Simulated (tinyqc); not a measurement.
# Off-state leakage of single and stacked transistors: two studies

n-channel devices of unit width. Subthreshold current I(Vg, Vs, Vd) = I0 (T/300 K)^0.5 exp[(Vg - Vs - VT(T) - gb (Vs - Vb) + dd (Vd - Vs))/(nf Vt)] (1 - exp(-(Vd - Vs)/Vt)), VT(T) = VT - cT (T - 300 K). Gate-edge tunnelling Ig (Vd/1 V) exp(ag (Vd - 1 V)), for a gate at 0 V, and band-to-band leakage Ab u exp(-Bb/u), u = Vd - Vb + 1 V, flow at a drain held at V; both are taken as independent of T. In a stack of off transistors (all gates at 0 V) the same subthreshold current passes through each.

Values chosen for this exercise; values of the order met in bulk silicon logic transistors:
- T = 378 K (temperature)
- V = 0.9 V (supply voltage)
- VT = 0.36 V (threshold at 300 K, zero drain and body bias)
- cT = 0.8 mV/K (fall of the threshold with temperature)
- I0 = 0.15 uA/um (current at threshold at 300 K)
- nf = 1.4 (slope factor)
- dd = 0.05 (drain-induced lowering per volt)
- gb = 0.24 (rise of the threshold per volt of source-body bias)
- Ig = 0.0004 uA/um (gate-edge tunnelling current at 1 V)
- ag = 3 1/V (exponential slope of the gate current)
- Ab = 40 uA/(um V) (prefactor of band-to-band leakage at the drain)
- Bb = 21 V (its exponential voltage)
- Vb = -0.6 V (body voltage)

Constants: q = 1.602176634e-19 C, kB = 1.380649e-23 J/K, Vt = kB T/q. Results are converted to the units shown.

Each table varies one quantity; the others keep the values above.

## Subthreshold current against the height of the stack

All n gates at 0 V, bottom source at 0 V, top drain at V; node voltages follow from equal currents.

Subthreshold current against the height of the stack:

| n | I (nA/um) | reduction factor | drain voltage of the bottom device (mV) | source voltage of the top device (mV) | voltage across the top device (V) |
|---|---|---|---|---|---|
| 1 | 0.028138 | 1.0000 | 900.00 | 0 | 0.90000 |
| 2 | 0.0081411 | 3.4563 | 43.843 | 43.843 | 0.85616 |
| 3 | 0.0047879 | 5.8770 | 19.291 | 62.608 | 0.83739 |
| 4 | 0.0033968 | 8.2838 | 12.534 | 74.743 | 0.82526 |
| 5 | 0.0026339 | 10.683 | 9.3078 | 83.736 | 0.81626 |
| 6 | 0.0021515 | 13.078 | 7.4095 | 90.887 | 0.80911 |

The second transistor cuts the current by a factor of 3.46, the third by a further 1.70 and the sixth by 1.22. The top device keeps 89.9 % of the supply at n = 6, while the drain voltage of the bottom one falls to 0.227 Vt.

## Leakage components against the body voltage

Same model as above.

One transistor with Vg = Vs = 0, Vd = V; stack factor I(one)/I(two in series).

The same in every row: gate edge (nA/um) = 0.2667; stack factor = 3.456.

Result of one run:

| Vb (V) | subthreshold (nA/um) | band-to-band (nA/um) | total (nA/um) | largest part |
|---|---|---|---|---|
| 0 | 0.6617 | 1.204 | 2.133 | band-to-band |

What becomes of these results when the body voltage Vb is changed from 0 to -0.4 V, all else the same?

Result of the changed run:

| Vb (V) | subthreshold (nA/um) | band-to-band (nA/um) | total (nA/um) | largest part |
|---|---|---|---|---|
| -0.4 | 0.08062 | 9.965 | 10.31 | band-to-band |

The whole series:

| Vb (V) | subthreshold (nA/um) | band-to-band (nA/um) | total (nA/um) | largest part |
|---|---|---|---|---|
| 0.2 | 1.896 | 0.2936 | 2.456 | subthreshold |
| 0 | 0.6617 | 1.204 | 2.133 | band-to-band |
| -0.2 | 0.2310 | 3.814 | 4.311 | band-to-band |
| -0.4 | 0.08062 | 9.965 | 10.31 | band-to-band |
| -0.6 | 0.02814 | 22.49 | 22.78 | band-to-band |
| -0.8 | 0.009821 | 45.25 | 45.52 | band-to-band |
| -1 | 0.003428 | 83.09 | 83.36 | band-to-band |
| -1.2 | 0.001197 | 141.7 | 142.0 | band-to-band |
| -1.4 | 4.176e-4 | 227.4 | 227.7 | band-to-band |

As Vb goes from 0.2 to -1.4, the total leakage goes from 2.46 through a minimum of 2.13 (at Vb = 0 among the rows listed) to 228 nA/um. The subthreshold part leads at Vb = 0.2, the band-to-band part from 0 on. The exact minimum lies at Vb = 0.0726 V: reverse body bias lowers the subthreshold part by a decade every nf Vt ln 10/gb = 0.438 V but raises the band-to-band part. The reduction by a stack of two stays at 3.46, for the subthreshold part alone. For Vb = 0.2 the body is forward biased; the junction current, left out, is still small at this voltage.

tinyqc, about 0.03 s, one thread, Intel Xeon 2.30GHz (shared host): `OMP_NUM_THREADS=1 python tinyqc.py 2242194 2242195 out.jsonl`
